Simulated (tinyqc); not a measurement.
# Capacitances against the distance to each plane

Endless row of lines of width wl, height tl and space sl between grounded planes at distance hd; e2 fills the gaps beside the lines, e1 the rest. Laplace's equation is solved on meshes of 3, 6 and 12 steps per unit u and extrapolated (Aitken), which is good to about 0.2 %. C_even (all lines at 1 V) is the capacitance Cg to the planes; C_odd (neighbours in antiphase) = Cg + 4 Cc if only nearest neighbours couple, which defines Cc; total with quiet neighbours Cg + 2 Cc. Plate values 2 eps0 e1 wl/hd and eps0 e2 tl/sl.

Values chosen for this exercise:
```
symbol  value  unit                                          meaning
e1        2.7        relative permittivity above and below the lines
e2        2.7                relative permittivity between the lines
wl          4     u                           line width, in units u
tl          6     u                                      line height
sl          8     u                              space between lines
```

Constants: eps0 = 8.8541878128e-12 F/m. Results are converted to the units shown.

The same in every row: plate Cc (aF/um) = 17.9.

Result of one run:
```
Cg (aF/um)	Cc (aF/um)	Cg + 2 Cc (aF/um)	C_odd (aF/um)	plate Cg (aF/um)	share of coupling, 2 Cc/(Cg + 2 Cc) (%)
52.0	25.2	102	153	19.1	49.2
```

Which distance to each plane hd gave this result: 2, 4, 8 or 10 u?

hd = 10 u.

The whole series:
```
hd (u)	Cg (aF/um)	Cc (aF/um)	Cg + 2 Cc (aF/um)	C_odd (aF/um)	plate Cg (aF/um)	share of coupling, 2 Cc/(Cg + 2 Cc) (%)
2	195	8.42	212	229	95.6	7.95
3	143	11.7	167	190	63.8	14.0
4	114	14.6	143	173	47.8	20.4
5	95.2	17.1	129	164	38.3	26.5
6	81.6	19.3	120	159	31.9	32.1
8	63.5	22.7	109	154	23.9	41.7
10	52.0	25.2	102	153	19.1	49.2
```

As hd goes from 2 to 10, Cg falls from 195 to 52.0 aF/um, Cc rises from 8.42 to 25.2 aF/um and the share of coupling rises from 7.95 to 49.2 %. Cg is 2.04 times its plate value in the first row and 2.72 times in the last; for Cc the ratios are 0.470 and 1.40. Neighbours in antiphase raise the load by a factor of 1.08 and 1.49 over quiet ones. For hd = 10 the planes are farther than 0.8 of the pitch, so second neighbours couple too and Cg + 2 Cc understates the quiet load by a per cent or more.

Program tinyqc, `OMP_NUM_THREADS=1 python tinyqc.py 2790211 2790212 out.jsonl`; Intel Xeon 2.30GHz, shared host, one thread, about 1 s.
